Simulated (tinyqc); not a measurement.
Ballistic Schottky-barrier transistor with a one-dimensional channel, WKB contacts: one step of the calculation.

Source Fermi level 0, drain Fermi level -Vd. Far from the contacts Ec = pn - psi, and the gate moves psi one to one; the band edges relax as exp(-x/lam) from pn at the source and pn - Vd at the drain; Ev = Ec - Eg. A carrier of energy w inside the channel band meets at a contact a barrier of height D (the contact edge beyond the channel edge): T = 1 for w >= D, else exp(-S), S = 4 lam sqrt(m/C) [sqrt(D - w) - sqrt(w) arctan sqrt((D - w)/w)], C = hbar^2/(2 m0). The two contacts combine as Ts Td/(Ts + Td - Ts Td).

Question. Current of the electrons on a coarse grid. I = g (2 q^2/h) int T(w) [f(Es + w) - f(Ed + w)] dw, f(y) = 1/(1 + exp(y/Vt)). Electrons: Ds = psi, Dd = psi - Vd, Es = Ec, Ed = Ec + Vd. Holes: Ds = -psi, Dd = Vd - psi, Es = -Ev, Ed = -Ev - Vd. The size of each current is taken; both flow from drain to source and add. Simpson's rule on nE equally spaced w from 0 to wm.

Values chosen for this exercise; channel values close to those of a silicon nanowire with silicide contacts: temperature T = 300 K; barrier for electrons at both contacts pn = 0.79 eV; electron mass mn = 0.21 m0; valleys or subbands g = 2; screening length at the contacts lam = 2.1 nm; drain bias Vd = 0.05 V; band shift psi of the channel by the gate ps = 0.86 V; upper end of the grid wm = 1 eV; points of the grid nE = 15.

Constants: q = 1.602176634e-19 C, kB = 1.380649e-23 J/K, hbar = 1.054571817e-34 J s, h = 6.62607015e-34 J s, m0 = 9.1093837015e-31 kg, Vt = kB T/q, hbar^2/(2 m0) = 0.0380998212 eV nm^2. Results are converted to the units shown.

Wanted: w; Ts; Td; T; size of the supply difference; current.

Answer.

| point | w (eV) | Ts | Td | T | size of the supply difference |
|---|---|---|---|---|---|
| 0 | 0.0000 | 1.1414e-8 | 1.9578e-8 | 7.2103e-9 | 0.25317 |
| 1 | 0.0714 | 2.0932e-5 | 3.5068e-5 | 1.3108e-5 | 0.36586 |
| 2 | 0.1429 | 2.9719e-4 | 4.8571e-4 | 1.8441e-4 | 0.047789 |
| 3 | 0.2143 | 0.0018764 | 0.0029879 | 0.0011539 | 0.0032094 |
| 4 | 0.2857 | 0.0077335 | 0.011979 | 0.0047217 | 2.0334e-4 |
| 5 | 0.3571 | 0.024113 | 0.036266 | 0.014696 | 1.2835e-5 |
| 6 | 0.4286 | 0.061292 | 0.089300 | 0.037717 | 8.0995e-7 |
| 7 | 0.5000 | 0.13260 | 0.18660 | 0.084027 | 5.1110e-8 |
| 8 | 0.5714 | 0.25069 | 0.33940 | 0.16848 | 3.2252e-9 |
| 9 | 0.6429 | 0.42099 | 0.54520 | 0.31157 | 2.0352e-10 |
| 10 | 0.7143 | 0.63310 | 0.77685 | 0.53568 | 1.2843e-11 |
| 11 | 0.7857 | 0.85181 | 0.96939 | 0.82950 | 8.1044e-13 |
| 12 | 0.8571 | 0.99883 | 1.0000 | 0.99883 | 5.1141e-14 |
| 13 | 0.9286 | 1.0000 | 1.0000 | 1.0000 | 3.2272e-15 |
| 14 | 1.0000 | 1.0000 | 1.0000 | 1.0000 | 2.0365e-16 |

current = 2.0063e-4 uA

Range of the model: No scattering, image-force lowering, channel charge or band-to-band tunnelling; parabolic kappa overstates S deep in the gap.

tinyqc, about 0.06 s, one thread, Intel Xeon 2.30GHz (shared host): `OMP_NUM_THREADS=1 python tinyqc.py 2390151 2390152 out.jsonl`
